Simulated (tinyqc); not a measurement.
Gap against thickness: thin (001) film in sp3s* tight binding with raised dangling bonds.

Planes alternate anion (a), cation (c) along [001], a/4 apart, starting with an anion; zero in-plane momentum; levels counted from the bulk Ev, the lower root of [[Epa, Vxx], [Vxx, Epc]]; no spin-orbit coupling. Block of s, pz, s*: from an anion to the cation above, Vss/2 (s,s), Vsapc/2 (s,z), -Vscpa/2 (z,s), Vxx/2 (z,z), Vxapc/2 (s*,z), -Vpaxc/2 (z,s*); to the cation below the same with the s-z and s*-z signs reversed. Block of u = (px + py)/sqrt2 and v = (px - py)/sqrt2: to the cation above (Vxx + Vxy)/2 for u and (Vxx - Vxy)/2 for v, to the cation below the reverse. Each surface atom has two dangling sp3 hybrids; raising both by dl adds (dl/2) [[1, t], [t, 1]] to its s, pz levels (t = -1 at the bottom face, +1 at the top) and dl to the one of u, v in whose plane the missing bonds lie (v for a bottom anion or a top cation, u for a top anion).

Inputs chosen for the exercise (near a published set for Si, fitted to gaps, whose masses and valley positions are rough; not measured data): p = (-4.17, 1.7, -4.17, 1.7, 6.71, 6.71, -8.39, 1.728, 4.578, 5.75, 5.75, 5.321, 5.321) eV (order Esa, Epa, Esc, Epc, Exa, Exc, Vss, Vxx, Vxy, Vsapc, Vscpa, Vxapc, Vpaxc); a = 5.43 angstrom (lattice constant); dp = 30 eV (value of dl for the passivated films); Ns = (6, 11, 13, 19, 25, 30, 48, 67) (numbers of planes).

edges (eV): Gamma 3.45600, Delta 1.25410

Passivated films (finite dp, so levels can still be some meV from their limit), thickness N a/4. Highest level below mid-gap (either block) and the two lowest above it. The exponents are -d ln(shift)/d ln N between the sixth and the last film, for the valence level and for the mean of the two conduction levels.

Levels (eV):
```
N   thickness (angstrom)      Ev1     Ec1     Ec2     gap
6                   8.14  -0.5072  1.7065  1.8988  2.2137
11                 14.93  -0.2656  1.4240  1.4628  1.6896
13                 17.65  -0.2037  1.3878  1.3976  1.5914
19                 25.79  -0.1079  1.3188  1.3261  1.4267
25                 33.94  -0.0666  1.2926  1.2966  1.3592
30                 40.73  -0.0447  1.2816  1.2836  1.3263
48                 65.16  -0.0191  1.2654  1.2656  1.2845
67                 90.95  -0.0106  1.2599  1.2601  1.2705
```

exponents: valence 1.79, conduction 1.96

What can be read from this table?

The gap is 2.214 eV at 8.1 angstrom and 1.271 eV at 91.0, against 1.254 eV in the bulk along this line. At 19 planes the conduction side gives 65 meV of the widening and the valence side 108 meV. A hard-walled parabolic band has exponent 2; departures come from the offset between N a/4 and the effective width, from non-parabolicity and from the termination (odd and even N end differently: in the direction of the bond rows at the two faces and, in a compound, in the kind of atom), which also makes single steps in N uneven. Ec1 and Ec2 are the doublet of the two Delta valleys along the normal.

Run: tinyqc, `OMP_NUM_THREADS=1 python tinyqc.py 1482480 1482481 out.jsonl`; Intel(R) Xeon(R) Processor @ 2.30GHz, one thread, shared host; about 0.4 s of CPU time with all checks.
